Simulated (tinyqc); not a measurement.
How errors in the targets pass to the parameters: fitting sp3s* parameters to three gaps by Newton steps.

J:
```
            Vss      Exa      Exc
Gamma  -0.85574  0.00000  0.00000
X       0.00000  0.28197  0.00000
L      -0.17592  0.06701  0.05212
```

The gaps at Gamma, X and L of an sp3s* model are fitted with Vss, Exa and Exc; J holds the derivatives of the gaps by these parameters at the start. The change of each parameter for +10 meV on one target is 10 J^-1, in meV.

Shifts (meV):

| target raised | Vss | Exa | Exc |
|---|---|---|---|
| Gamma | -11.7 | 0.0 | -39.4 |
| X | 0.0 | 35.5 | -45.6 |
| L | 0.0 | 0.0 | 191.9 |

root sum of squares (meV): Vss 11.7, Exa 35.5, Exc 201.1

Independent errors of 10 meV leave Exc least certain (201 meV) and Vss best fixed (11.7 meV). The largest single entry, 192 meV, comes from the target at L.

tinyqc: `OMP_NUM_THREADS=1 python tinyqc.py 1451620 1451621 out.jsonl`; about 0.1 s, one thread, shared Intel(R) Xeon(R) Processor @ 2.30GHz.
